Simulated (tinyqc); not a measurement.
Global model of a low-pressure process discharge: electron temperature, density, ion flux and ion energy: one step, computed by the program tinyqc.

Maxwellian electrons with temperature T_e in eV, one positive ion, no negative ions, uniform bulk density n; rate constants have the Arrhenius form.

Task: Energy per pair and density. E_c = E_iz + (X0 exp(-E_ex/T_e) E_ex + K_el (3 m_0/M) T_e)/K_iz; wall potential V_s = (T_e/2) ln(M/(2 pi m_0)); E_T = E_c + 2 T_e + T_e/2 + V_s; n = P/(e u_B A_eff E_T); ion current density J = e h_L n u_B; ionised share n/n_g.

Inputs (values chosen for the exercise, of the order of those of an inductive discharge in a simple atomic gas):

| quantity | value | unit |
|---|---|---|
| ion mass M | 35.5 | u |
| ionisation energy E_iz | 16.9 | eV |
| excitation prefactor X0 | 1.4e-14 | m^3/s |
| excitation energy E_ex | 10.7 | eV |
| elastic rate constant K_el | 1.6e-13 | m^3/s |
| gas temperature T_g | 300 | K |
| absorbed power P | 140 | W |

T_e = 2.520992 eV

K_iz = 7.358112e-17 m^3/s

Bohm velocity u_B = 2617.593 m/s

A_eff = 268.6458 cm^2

h_L = 0.1936070

gas density n_g = 2.028032e+20 1/m^3

Constants: m_0 = 9.1093837015e-31 kg; u = 1.6605390666e-27 kg; e = 1.602176634e-19 C.

Give: collisional loss per pair E_c; wall potential V_s; E_T; plasma density n; ion current density J; ionised share.

Result:

collisional loss per pair E_c = 46.36 eV

wall potential V_s = 11.65 V

E_T = 64.31 eV

plasma density n = 1.932e+11 1/cm^3

ion current density J = 1.569 mA/cm^2

ionised share = 9.528e-04

Collisions take 72 % of the power and the walls the rest. T_e came from the particle balance alone; the power sets only n.
